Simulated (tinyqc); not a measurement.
Tunnelling through a thin dielectric with one trap, as a tight-binding chain: sweeps and comparisons. A value that a table varies takes the place of the one given here.

Hopping -t everywhere, t = c/(m a^2), c = hbar^2/2m0; lead sites at 2t (band bottom 0), barrier sites 1 to N at 2t + phi, and site j has U besides. No voltage. Leads give S = -t exp(ika) on sites 1 and N, cos(ka) = 1 - E/(2t). T = (2 t sin(ka))^2 |G_1N|^2, G = (E - H - S)^-1. In the barrier cosh(q a) = 1 + (phi - E)/(2t).

Resonance: the lowest eigenvalue of H + S(E), iterated until its real part equals E (40 rounds from Eb = phi + 2t - sqrt(4t^2 + U^2), the level in an endless barrier). With v the normalised squared amplitudes of that state, Gamma_L = 2 t sin(ka) v_1, Gamma_R = 2 t sin(ka) v_N; Breit-Wigner T = Gamma_L Gamma_R/((E - Er)^2 + (Gamma_L + Gamma_R)^2/4).

Constants: hbar^2/2m0 = 3.80998211 eV angstrom^2.

Values chosen for the exercise (barrier and mass of the size used for Al2O3 on silicon; shifted at random, so the results belong to these values and not to a real crystal):
```
symbol  value  unit      meaning
a       2.5    angstrom  site spacing
m       0.26   m0        mass, the same in leads and barrier
phi     2.18   eV        conduction edge of the barrier above that of the leads
N       8                barrier sites
j       6                site of the trap
U       -3.41  eV        extra energy on the trap site
E       1.2    eV        electron energy
```

## Transmission around the level

Er = 1.07149 eV

widths (meV): left 2.4628, right 141.23

Energies Er + x (Gamma_L + Gamma_R).

T:
```
x,E (eV),chain,Breit-Wigner,no trap
-3.0,0.6404,0.000437,0.00182,1.17e-05
-1.0,0.9278,0.00879,0.0135,4.27e-05
-0.5,0.9996,0.0274,0.0337,5.88e-05
0.0,1.0715,0.0668,0.0674,8.11e-05
0.5,1.1433,0.0441,0.0337,0.000112
1.0,1.2152,0.0230,0.0135,0.000156
3.0,1.5026,0.00838,0.00182,0.000628
```

At Er the chain gives 0.0668, 823 times the value without trap, and Breit-Wigner 0.0674. In the wings the single pole gives 4.17 times the chain value at x = -3 and 0.217 times at x = 3, because the widths and the level shift change with energy.

## Where a trap does most harm

The trap is moved through the barrier. The area under the resonance, 2 pi Gamma_L Gamma_R/(Gamma_L + Gamma_R), sets the current through it.

Against position:
```
j,Er (eV),Gamma_L (meV),Gamma_R (meV),peak,area (meV)
3,1.0715,141,2.46,0.0674,15.2
4,1.0725,36.0,9.33,0.654,46.5
5,1.0725,9.33,36.0,0.654,46.5
6,1.0715,2.46,141,0.0674,15.2
```

The area is largest at j = 4 and 5 (46.5 meV) and 3.06 times smaller at j = 3: the slower of the two steps limits the current, so traps in the middle carry most. Each site towards a lead multiplies its width by about 3.86, close to exp(2 q a) = 3.86 at Eb.

## Direct against trap-assisted paths

N odd, the trap in the middle, j = (N + 1)/2. Direct T is that without trap at the energy Er; area = 2 pi Gamma_L Gamma_R/(Gamma_L + Gamma_R). The exponents are the slopes of the logarithms between the last two rows, per angstrom.

Against thickness:
```
N,N a (angstrom),Er (eV),direct T,area (meV)
5,12.5,1.0622,0.00452,449
7,17.5,1.0727,0.000314,114
9,22.5,1.0719,2.11e-05,29.1
11,27.5,1.0714,1.42e-06,7.51
13,32.5,1.0713,9.51e-08,1.94
15,37.5,1.0712,6.40e-09,0.504
17,42.5,1.0712,4.30e-10,0.131
```

exponents (1/angstrom): direct 0.5399, through the trap 0.2700

The direct path falls as exp(-0.540 d) and the path through a central trap as exp(-0.270 d), 2.00 times more slowly, since each step crosses half the layer. From 5 to 17 sites the first loses 7.0 decades and the second 3.5: in thicker layers even few traps rule the leakage. Inelastic capture with phonons is left out.

## What each parameter does

Resonance and log10 T at E. Each row changes one parameter from the base and keeps the others.

Results:
```
case,Er (eV),Gamma_L (meV),Gamma_R (meV),log10 T
base,1.0715,2.463,141.2,-1.586
m = 0.239 m0,1.1492,4.012,171.9,-1.100
phi = 2.28 eV,1.1753,2.479,141.7,-1.184
N = 9,1.0724,2.416,35.91,-2.061
j = 5,1.0725,9.329,35.97,-1.508
U = -3.308 eV,1.1347,2.872,147.7,-1.264
```

The largest shifts from the base row, up to three for each result and ties (the steps differ in size, so this ranks the rows, not the parameters). Er (eV): phi +0.1038, m +0.0777, U +0.0632. Gamma_L (meV): j +6.87, m +1.55, U +0.409. Gamma_R (meV): N -105, j -105, m +30.7. log10 T: m +0.485, N -0.475, phi +0.402.

Run: tinyqc, `OMP_NUM_THREADS=1 python tinyqc.py 1481766 1481767 out.jsonl`; Intel(R) Xeon(R) Processor @ 2.30GHz, one thread, shared host; about 0.05 s of CPU time with all checks.
